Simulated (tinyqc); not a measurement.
# Threshold-voltage variability of a planar MOSFET, analytic estimates: two studies

Three independent sources add in quadrature: random dopants in the depleted layer, metal-gate grains of two orientations, and roughness of the two gate edges acting through the roll-off VT = VT(long) - Vr exp(-L/l). These are first-order estimates: no three-dimensional electrostatics, no percolation.

Values chosen for this exercise; material values close to those of silicon: temperature T = 300 K; band gap Eg = 1.11 eV; relative permittivity of the semiconductor eps_r = 11.8; conduction-band density of states at T Nc = 2.82e19 cm^-3; valence-band density of states at T Nv = 2.61e19 cm^-3; channel doping Na = 3.5e17 cm^-3; oxide-equivalent thickness in inversion ti = 1.6 nm; gate length L = 45 nm; gate width W = 100 nm; metal grain size G = 5 nm; work-function difference of the two grain orientations dW = 0.2 eV; share of the orientation of higher work function p = 0.6; rms roughness of one gate edge De = 1.6 nm; correlation length of the roughness La = 10 nm; decay length of the threshold roll-off l = 8.5 nm; prefactor of the roll-off Vr = 2 V.

Constants: q = 1.602176634e-19 C, kB = 1.380649e-23 J/K, Vt = kB T/q, eps0 = 8.8541878128e-14 F/cm where lengths are in cm. Results are converted to the units shown.

Each table varies one quantity; the others keep the values above.

## Effect of the oxide-equivalent thickness in inversion

ni = sqrt(Nc Nv) exp(-Eg/(2 Vt)), Eg in volts; Cox = 3.9 eps0/ti; Wd = sqrt(4 eps0 eps_r Vt ln(Na/ni)/(q Na)); dopants: s1 = (q/Cox) sqrt(Na Wd/(3 L W)). Grains: Ng = L W/G^2 (at least 1), s2 = dW sqrt(p (1 - p)/Ng). Edges, with exponential correlation and u = W/La: the mean gate length has sL^2 = 2 De^2 (2/u)[1 - (1 - exp(-u))/u]; s3 = sL (Vr/l) exp(-L/l). s = sqrt(s1^2 + s2^2 + s3^2). l and Vr are held fixed.

The same in every row: s2 (mV) = 7.303; s3 (mV) = 1.134.

Effect of the oxide-equivalent thickness in inversion:
```
ti (nm)	s1 (mV)	s (mV)	s sqrt(L W) (mV um)
0.8	4.529	8.668	0.5815
1.2	6.794	10.04	0.6734
1.6	9.058	11.69	0.7842
2	11.32	13.52	0.9070
2.4	13.59	15.47	1.038
2.8	15.85	17.49	1.173
3.2	18.12	19.57	1.313
```

What does the table show?

As ti goes from 0.8 to 3.2 nm, s rises from 8.67 to 19.6 mV. The largest source is the grains in the first row and the dopants in the last. s1 goes on average as ti^(1.00). In every row the depletion depth exceeds L, so source and drain share much of the charge and s1 is rough.

## Effect of the gate length

Same model as above.

l and Vr are held fixed.

Effect of the gate length:
```
L (nm)	s1 (mV)	s2 (mV)	s3 (mV)	s (mV)	s sqrt(L W) (mV um)
27	11.694	9.4281	9.4267	17.734	0.92150
33	10.578	8.5280	4.6537	14.362	0.82505
39	9.7302	7.8446	2.2974	12.708	0.79362
47	8.8635	7.1459	0.89638	11.421	0.78295
57	8.0485	6.4889	0.27641	10.342	0.78082
68	7.3689	5.9409	0.075775	9.4657	0.78056
82	6.7104	5.4100	0.014596	8.6196	0.78054
99	6.1071	4.9237	0.0019753	7.8447	0.78054
```

What does the comparison show?

As L goes from 27 to 99 nm, s falls from 17.7 to 7.84 mV. The dopants are the largest source in the first and the last row. The product s sqrt(L W) falls from 0.922 to 0.781 mV um: s1 and s2 go as 1/sqrt(L W), so the change comes from s3 alone. For L = 27 to 57 nm the depletion depth exceeds L, so source and drain share much of the charge and s1 is rough.

tinyqc, about 0.01 s, one thread, Intel Xeon 2.30GHz (shared host): `OMP_NUM_THREADS=1 python tinyqc.py 2090123 2090124 out.jsonl`
